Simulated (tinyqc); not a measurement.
On-chip power grid, static voltage drop by conjugate gradients: one step of the calculation.

A grid of 3 rows and 3 columns, node k = 3 row + column. Neighbours in a row are joined by Rx, in a column by Ry; pad nodes, which reach the supply through Rp: 0, 2, 6, 8. Each node draws I0, node 4 draws kh I0. The drops u = Vdd - V solve G u = i, with G the conductance matrix (1/Rp added on the diagonal at pad nodes).

Task. Worst drop, pad currents and power lost. Pad current u/Rp; worst drop as a share of Vdd; power lost in the grid and pads sum_k i_k u_k; power delivered sum_k i_k (Vdd - u_k).

Inputs (values chosen for the exercise):
- Vdd = 1 V (supply voltage)
- Rp = 0.034 ohm (resistance from a pad node to the supply)
- I0 = 4.6 mA (load current of an ordinary node)
- kh = 3 (factor on the load at the hot node)

converged u (mV):
```
           col 0      col 1      col 2
row 0  0.4301000  0.8846567  0.4301000
row 1  1.9579900  2.3138767  1.9579900
row 2  0.4301000  0.8846567  0.4301000
```

Wanted: worst drop; share of Vdd; pad currents; power lost; power delivered.

Result.

worst drop = 2.314 mV
share of Vdd = 0.2314 %
pad currents (mA): node 0 12.65, node 2 12.65, node 6 12.65, node 8 12.65
power lost = 0.06600 mW
power delivered = 50.53 mW

The pad currents add up to the total load, 50.60 mA. The worst drop is at node 4; the hot node is 4.

Computed by the program tinyqc: `OMP_NUM_THREADS=1 python tinyqc.py 2770227 2770228 out.jsonl`, one thread of a shared Intel Xeon 2.30GHz, about 0.08 s for the whole run.
